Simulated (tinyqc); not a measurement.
Changing the roughness of the surface sigma_1: X-ray reflectivity of a thin film on silicon: critical angles, Parratt recursion, fringes and roughness. Computed by tinyqc, a small Python program. Command: `OMP_NUM_THREADS=1 python tinyqc.py 3120897 3120898 out.jsonl xrr sweep`. One thread of a shared host (Intel(R) Xeon(R) Processor @ 2.30GHz), about 0.01 s of CPU time with the checks.

n = 1 - delta + i beta; the classical electron radius is r_e = 2.8179403e-6 nm. Layer 0 is vacuum, 1 the film, 2 the substrate.

Inputs (values chosen for the exercise, modelled on tungsten on silicon, copper K-alpha radiation):
```
quantity                                        value     unit
wavelength lambda                             0.15406       nm
film density rho                                 19.2   g/cm^3
effective electrons per unit mass, film           0.4    mol/g
beta/delta, film                                0.079        -
film thickness d                                 7.84       nm
roughness of the interface sigma_2               0.64       nm
substrate density                                2.33   g/cm^3
effective electrons per unit mass, substrate    0.507    mol/g
beta/delta, substrate                           0.023        -
grazing angle theta                              1.36  degrees
```

Constants: N_A = 6.02214076e+23 1/mol.

Method:
- delta = r_e lambda^2 rho_e/(2 pi), rho_e = density x electrons per mass x N_A; critical angle sqrt(2 delta), q_c = 4 sqrt(pi r_e rho_e).
- k_j = (2 pi/lambda) sqrt(sin^2 theta - 2 delta_j + 2 i beta_j); r_ij = (k_i - k_j)/(k_i + k_j) x exp(-2 k_i k_j sigma^2) (Nevot-Croce); r = (r_01 + r_12 p)/(1 + r_01 r_12 p), p = exp(2 i k_1 d); R = |r|^2.
- Far above the critical angle the period is d theta = lambda/(2 d), or 2 pi/d in q; the envelope runs between (|r_01| - |r_12 p|)^2 and (|r_01| + |r_12 p|)^2; contrast = 2 a b/(a^2 + b^2) with a = |r_01|, b = |r_12 p|; roughness factors on the amplitudes are about exp(-q^2 sigma^2/2).

One run for each value:
```
roughness of the surface sigma_1 (nm)  contrast  roughness factor, surface  reflectivity R
0.0                                     0.67028                     1.0000       0.0020252
0.2                                     0.70427                     0.9278       0.0017726
0.4                                     0.80497                     0.7409       0.0012056
0.6                                     0.94415                     0.5093       0.0006831
0.8                                     0.99104                     0.3014       0.0003962
1.0                                     0.77374                     0.1535       0.0003083
1.2                                     0.42653                     0.0673       0.0003084
1.4                                     0.18325                     0.0254       0.0003250
1.6                                     0.06648                     0.0083       0.0003361
```

Over the rows, contrast goes from 0.670 through a maximum among these rows, 0.991 at 0.800, to 0.0665; roughness factor, surface falls from 1.00 to 0.00825; reflectivity R goes from 0.00203 through a minimum among these rows, 3.08e-4 at 1.00, to 3.36e-4. The contrast is largest at sigma_1 = 0.8 nm among these rows, where the two amplitudes are most nearly equal.

Extremes, crossings and ranges named in words are read from the listed rows.
